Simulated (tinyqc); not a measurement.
Changing the starting point (curvature and rotation are those of the first step): minimum-mode following (dimer method) and harmonic rate on a two-dimensional model surface. Computed by tinyqc, a small Python program. Command: `OMP_NUM_THREADS=1 python tinyqc.py 3016892 3016893 out.jsonl dimer sweep`. One thread of a shared host (Intel(R) Xeon(R) Processor @ 2.30GHz), about 0.07 s of CPU time with the checks.

V(x, y) = h u^2 + t x + (kappa/2)(y + c u)^2 with u = x^2/w^2 - 1; the path runs from the minimum near (-w, 0) to that near (w, 0).

Inputs (values chosen for the exercise, for a model surface):
```
quantity                     value           unit
height h                       1.5             eV
half width w                   1.6       angstrom
transverse stiffness kappa     5.8  eV/angstrom^2
curvature c                   0.38       angstrom
tilt t                      -0.032    eV/angstrom
offset of the start in y       0.1       angstrom
first angle of the dimer       -10        degrees
half length delta            0.005       angstrom
step factor eta              0.053  angstrom^2/eV
```

Surface: curved double well.

Method:
- Newton steps x(new) = x - H^-1 grad V (moves limited to 0.3 angstrom) from (-w, 0), (w, 0) and (0, c) give the two minima and the saddle.
- R0 = start minimum + fraction x (saddle - minimum) + (0, offset); in practice such a guess comes from a displaced minimum.
- Dimer at R with unit axis N = (cos phi, sin phi) and normal T = (-sin phi, cos phi). Gradients g at R +/- delta N and at R +/- delta T give H N and H T by central differences, (g+ - g-)/(2 delta). With C_N = N.H N, C_T = T.H T and b = T.H N, rotate by theta = (1/2) atan2(-2b, C_T - C_N), the angle of least curvature C = (C_N + C_T)/2 - sqrt((C_N - C_T)^2/4 + b^2).
- Translate along F = -g + 2 (g.N) N if C < 0, else along F = (g.N) N, with the new axis: R(new) = R + eta F, the move limited to 0.2 angstrom.
- R0 = start minimum + fraction x (saddle - minimum) + (0, offset). Stop when |g| is below 1e-5 eV/angstrom, after 150 steps at most.

One run for each value; columns: (1) start as a fraction of the way from minimum to saddle; (2) steps; (3) least curvature C (eV/angstrom^2); (4) rotation theta (degrees):
```
(1)  (2)      (3)     (4)
0.2  102   1.8244  38.950
0.3   99   1.0018  31.884
0.4   97   0.1971  26.459
0.5   95  -0.5305  22.326
0.6   92  -1.1452  19.091
0.7   90  -1.6261  16.449
0.8   86  -1.9612  14.182
0.9   81  -2.1440  12.130
```

Describe and explain the trends.

Over the rows, steps falls from 102 to 81.0 (exponent d ln y / d ln x -0.074 between the first rows and -0.51 between the last). Starts with a positive curvature must first climb out of the convex region around the minimum.

Extremes, crossings and ranges named in words are read from the listed rows.
